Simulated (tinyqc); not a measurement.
Film and buried-oxide thickness from two coupling ratios.

Question. In a depleted film -dVT/dVb is k1 = Cs Cbox/(Cox (Cs + Cbox)) for a front channel and k2 = Cbox (Cox + Cs)/(Cox Cs) for a back channel, with Cox = eps0 eox/tox, Cs = eps0 eps_r/ts, Cbox = 3.9 eps0/tb. Find ts and tb.

Values chosen for this exercise; band and dielectric values close to those of silicon:
- eps_r = 11.8 (relative permittivity)
- eox = 3.9 (relative permittivity of the gate insulator (close to silicon dioxide))
- tox = 2.5 nm (insulator thickness)

coupling ratios for a front and a back channel: [0.11258253, 0.30031222]

Solution. With y = Cox/Cs and z = Cox/Cbox, 1/k1 = y + z and k2 = (1 + y)/z, so y = (k2/k1 - 1)/(1 + k2); the thicknesses follow from y and z.

ts = 9.700 nm
tb = 19.00 nm

Program tinyqc, `OMP_NUM_THREADS=1 python tinyqc.py 2190053 2190054 out.jsonl`; Intel Xeon 2.30GHz, shared host, one thread, about 0.3 s.
